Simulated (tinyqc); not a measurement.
UHF in the sto-3g basis, for H2+, spin multiplicity 2, step by step. One step of it, computed by the program tinyqc.

Problem. Iteration 3: DIIS coefficients. Solve [B -1; -1 0][c; lambda] = [0; -1] for the coefficients, which sum to one.

B (overlaps of the stored error matrices):
```
[[6.5763004e-03, 2.7941642e-03],
 [2.7941642e-03, 1.1871954e-03]]
```

Give: DIIS coefficients.

Solution.

DIIS coefficients: [-0.7388, 1.7388]
